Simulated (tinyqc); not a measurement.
Conductance against temperature: phonon transmission through an interface between two chains by Green functions. Computed by tinyqc, a small Python program. Command: `OMP_NUM_THREADS=1 python tinyqc.py 3010017 3010018 out.jsonl agf walk`. One thread of a shared host (Intel(R) Xeon(R) Processor @ 2.30GHz), about 0.01 s of CPU time with the checks.

Two semi-infinite chains (masses m_1, m_2; springs k_1, k_2), motion along the chain. The central region holds the end atom of each chain, joined by springs k_b. lambda = omega^2 in eV/(angstrom^2 u); nu = 15.6333042 THz x sqrt(lambda).

Inputs (values chosen for the exercise, for two model chains): mass m_1 = 41.5 u; spring k_1 = 13 eV/angstrom^2; mass m_2 = 45.7 u; spring k_2 = 6.14 eV/angstrom^2; junction spring k_b = 1.21 eV/angstrom^2; probe frequency / lower band top = 0.23.

Atoms in the interlayer: none.

Constants: nu for 1 eV/(angstrom^2 u) = 15.6333042 THz; h x 1 THz = 4.135667696 meV; k_B = 8.617333262e-05 eV/K; k_B = 1.380649e-23 J/K; h = 6.62607015e-34 J s.

Method:
- nu_max = 15.6333042 THz x 2 sqrt(k/m); impedance Z = sqrt(k m); long-wave transmission 4 Z_1 Z_2/(Z_1 + Z_2)^2; the probe frequency is the given share of the lower band top.
- In chain i, sin(q_i a/2) = nu/nu_max,i. An outgoing wave makes the next atom move as exp(i q_i a) times the end atom, so the lead adds the self-energy Sigma_i = -k_i exp(i q_i a) to the force-constant matrix; Gamma_i = -2 Im Sigma_i = 2 k_i sin(q_i a).
- A = lambda M - K - Sigma over the central atoms, with K_ii the sum of the springs at i, K_(i,i+1) = -k_b; G = inverse of A; transmission = Gamma_1 Gamma_2 |G_(first,last)|^2.
- Landauer conductance G = k_B int tau(nu) x^2 e^x/(e^x - 1)^2 d nu, x = h nu/(k_B T), from 0 to the lower band top (240 Gauss-Legendre points in s from 0 to 1, nu = nu_top sin(pi s/2)); tau is the transmission, and its thermal mean is G over the value for tau = 1 in the same window; the quantum is g_0 = pi^2 k_B^2 T/(3 h).

band top of chain 1 = 17.4996 THz

band top of chain 2 = 11.4606 THz

Conductance:
```
T (K)  G (pW/K)  mean transmission     G/g_0  G for transmission 1 (pW/K)
1       0.92099            0.97312   0.97312                      0.94643
5        4.5357            0.95848   0.95848                       4.7322
20       15.491            0.81839   0.81839                       18.929
50       26.846            0.56773   0.56731                       47.287
100      33.828            0.37779   0.35743                       89.542
200      37.459            0.28553   0.19790                       131.19
400      38.711            0.25744   0.10225                       150.37
800      39.057            0.25008  0.051585                       156.18
```

What follows from these numbers?

At 1 K G/g_0 = 0.973; as T goes to 0 it tends to the long-wave transmission, where only the impedances count. Towards high T all modes count more and more alike; at 800 K G is 39.1 pW/K and the mean transmission is 0.250, which is well below the low-T value.
